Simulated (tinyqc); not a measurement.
Abrupt p-n junction, non-linear Poisson equation by Newton steps: one step of the calculation.

One dimension, p side on the left, n side on the right; net doping C = -Na for x < 0 and +Nd for x > 0. The potential psi is counted from the intrinsic level, and the quasi-Fermi potentials are flat: 0 for holes and -V for electrons, so n = ni exp((psi + V)/Vt) and p = ni exp(-psi/Vt) (Boltzmann statistics, full ionisation, no current). Under reverse bias this makes the minority densities vanishingly small everywhere; they play no part in the charge.

Task. Converged densities, field and charge. n and p as above; field E_i = -(psi_(i+1) - psi_i)/h_i on each interval; charge on either side of the peak Q = eps0 eps_r |E|max (Gauss).

Inputs (values chosen for the exercise); band and dielectric values those of a made-up semiconductor:
- T = 325 K (temperature)
- eps_r = 7.95 (relative permittivity)
- V = -1.9 V (bias of the p side against the n side)

Constants: q = 1.602176634e-19 C, kB = 1.380649e-23 J/K, Vt = kB T/q, eps0 = 8.8541878128e-14 F/cm where lengths are in cm. Results are converted to the units shown.

```
node	x (nm)	converged psi (V)	net doping C (cm^-3)
0	-37	-0.5705814	-1.3e18
1	-30.2	-0.5705379	-1.3e18
2	-24	-0.5703132	-1.3e18
3	-18.5	-0.5692064	-1.3e18
4	-13.6	-0.5646085	-1.3e18
5	-9.14	-0.5485616	-1.3e18
6	-5.17	-0.5073200	-1.3e18
7	-1.6	-0.4345701	-1.3e18
8	1.6	-0.3375580	7.3e16
9	7.88	-0.1521393	7.3e16
10	20.2	0.1925744	7.3e16
11	44.3	0.7939730	7.3e16
12	91.6	1.6937377	7.3e16
13	184	2.3790202	7.3e16
14	366	2.3899326	7.3e16
```

ni = 1.8447293e9 cm^-3

Find: n; p; field E; peak |E|; charge Q.

Result.

```
node	n (cm^-3)	p (cm^-3)
0	9.007e-30	1.300e18
1	9.021e-30	1.298e18
2	9.094e-30	1.288e18
3	9.461e-30	1.238e18
4	1.115e-29	1.050e18
5	1.977e-29	5.922e17
6	8.622e-29	1.358e17
7	1.158e-27	1.011e16
8	3.699e-26	3.166e14
9	2.776e-23	4.219e11
10	6.150e-18	1.904e6
11	1.302e-8	8.991e-4
12	1.168e6	1.003e-17
13	4.944e16	2.368e-28
14	7.300e16	1.604e-28
```

field E, interval 0 to 13 (kV/cm): -0.1  -0.4  -2.0  -9.4  -36.0  -103.9  -203.8  -303.2  -295.3  -279.8  -249.5  -190.2  -74.2  -0.6
peak |E| = 303.2 kV/cm
charge Q = 213.4 nC/cm^2

Program tinyqc, `OMP_NUM_THREADS=1 python tinyqc.py 2000115 2000116 out.jsonl`; Intel Xeon 2.30GHz, shared host, one thread, about 0.03 s.
